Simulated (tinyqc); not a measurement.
Standing waves and exposure in a photoresist film: sweeps and comparisons. A value that a table varies takes the place of the one given here.

Normal incidence from air. Unexposed resist: N1 = n1 + i k1 with k1 = (A + B) lam/(4 pi), lam in micrometres. r01 = (1 - N1)/(1 + N1), t01 = 2/(1 + N1). Below the resist lie the layer Na = na + i ka and the substrate Ns = ns + i ks: r12 = (r1a + ras x)/(1 + r1a ras x), x = exp(4 pi i Na da/lam), r1a = (N1 - Na)/(N1 + Na), ras = (Na - Ns)/(Na + Ns). With p = exp(2 pi i N1 d/lam), the field at depth z is E(z) = t01 [exp(2 pi i N1 z/lam) + r12 p^2 exp(-2 pi i N1 z/lam)]/(1 + r01 r12 p^2), the relative intensity I(z) = n1 |E(z)|^2 and the reflectance R = |(r01 + r12 p^2)/(1 + r01 r12 p^2)|^2.

Values chosen for the exercise (a resist on Si, indices near tabulated ones; the results hold for these values, not for the real material): lam = 193 nm (vacuum wavelength); n1 = 1.681 (resist index); A = 0.03 1/micrometre (bleachable absorption (Dill A)); B = 0.97 1/micrometre (fixed absorption (Dill B)); d = 146 nm (resist thickness); ns = 0.872 (substrate n); ks = 2.857 (substrate k); na = 1.85 (n of the bottom antireflection layer); ka = 0.349 (its k); da = 36 nm (its thickness).

## Swing of the coupled dose with resist thickness

The mean of I is taken over 800 depths; the relative dose to clear is taken as 1/(mean of I over the lowest period, 60 depths), scaled to 1 in the first row.

Swing:

| d (nm) | R | mean I | relative dose |
|---|---|---|---|
| 146.0 | 0.0045 | 1.0154 | 1.000 |
| 155.6 | 0.0394 | 0.9965 | 1.052 |
| 165.1 | 0.1403 | 0.8900 | 1.189 |
| 174.7 | 0.1998 | 0.8110 | 1.287 |
| 184.3 | 0.1754 | 0.8162 | 1.257 |
| 193.8 | 0.0836 | 0.8994 | 1.142 |
| 203.4 | 0.0052 | 0.9838 | 1.066 |
| 213.0 | 0.0380 | 0.9602 | 1.118 |
| 222.5 | 0.1337 | 0.8620 | 1.256 |
| 232.1 | 0.1907 | 0.7923 | 1.355 |
| 241.7 | 0.1674 | 0.8005 | 1.326 |
| 251.2 | 0.0800 | 0.8776 | 1.211 |
| 260.8 | 0.0062 | 0.9514 | 1.136 |

The period is 57.4 nm, six rows. The relative dose swings between 1.000 and 1.355, a ratio (max - min)/mean of 0.300, against the estimate 4 sqrt(|r01|^2 |r12|^2) exp(-(A + B) d) = 0.231 for the oscillating part alone; the ratio from the table also holds the slow rise from absorption, 13.6 % over two periods, so the two are not strictly comparable.

## Tuning the antireflection layer

da takes the values listed; the contrast is (Imax - Imin)/(Imax + Imin) over the lowest period of the resist (60 depths).

Results:

| da (nm) | \|r12\|^2 | contrast |
|---|---|---|
| 0 | 0.5911 | 0.952 |
| 10 | 0.3367 | 0.850 |
| 20 | 0.1103 | 0.590 |
| 30 | 0.0545 | 0.445 |
| 40 | 0.0837 | 0.539 |
| 50 | 0.0969 | 0.539 |
| 60 | 0.0579 | 0.430 |
| 75 | 0.0013 | 0.079 |
| 90 | 0.0163 | 0.254 |
| 110 | 0.0221 | 0.269 |
| 140 | 0.0099 | 0.176 |

|r12|^2 starts at 0.5911 and is lowest, 0.0013, at 75 nm of those listed, where the contrast is 0.079 against 0.952. The contrast follows 2|r|/(1 + |r|^2), so even |r12|^2 = 0.01 leaves about 0.2. Values below 0.01 occur at 75 and 140 nm.

## What moves the exposure

The mean of I is over 800 depths. Each row changes one parameter from the base and keeps the others.

Results:

| case | \|r12\|^2 | R | mean I | I at the bottom |
|---|---|---|---|---|
| base | 0.0692 | 0.0045 | 1.0154 | 0.5502 |
| d = 156 nm | 0.0692 | 0.0432 | 0.9929 | 0.5208 |
| n1 = 1.698 | 0.0670 | 0.0019 | 1.0185 | 0.5572 |
| B = 1.17 1/micrometre | 0.0694 | 0.0050 | 0.9965 | 0.5328 |
| ks = 2.571 | 0.0675 | 0.0022 | 1.0205 | 0.5334 |
| da = 46 nm | 0.0979 | 0.0433 | 1.0796 | 0.4927 |
| ka = 0.454 | 0.0388 | 0.0077 | 0.9788 | 0.5780 |

The largest shifts from the base row, up to three for each result and ties (the steps differ in size, so this ranks the rows, not the parameters). |r12|^2: ka -0.0303, da +0.0287, n1 -0.0022; unchanged at the printed digits by d. R: da +0.0388, d +0.0387, ka +0.0032. mean I: da +0.0643, ka -0.0366, d -0.0225. I at the bottom: da -0.0575, d -0.0295, ka +0.0277.

Program tinyqc; command `OMP_NUM_THREADS=1 python tinyqc.py 1650340 1650341 out.jsonl`; about 0.01 s on one thread of a shared Intel(R) Xeon(R) Processor @ 2.30GHz.
